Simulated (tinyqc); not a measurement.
Inductance and parasitic capacitance from two readings.

Problem. A loss-free coil L in parallel with C shows the apparent inductance L/(1 - w^2 L C), w = 2 pi f. Find L, C and the self-resonance 1/(2 pi sqrt(L C)).

apparent inductance at 3.8 and 7.7 GHz (nH): [1.8536033, 3.6509849]

Answer. The inverse of the reading is 1/L - w^2 C, a straight line in w^2.

L = 1.60 nH
C = 150 fF
self-resonance = 10.3 GHz

Computed by the program tinyqc: `OMP_NUM_THREADS=1 python tinyqc.py 2302169 2302170 out.jsonl`, one thread of a shared Intel Xeon 2.30GHz, about 0.01 s for the whole run.
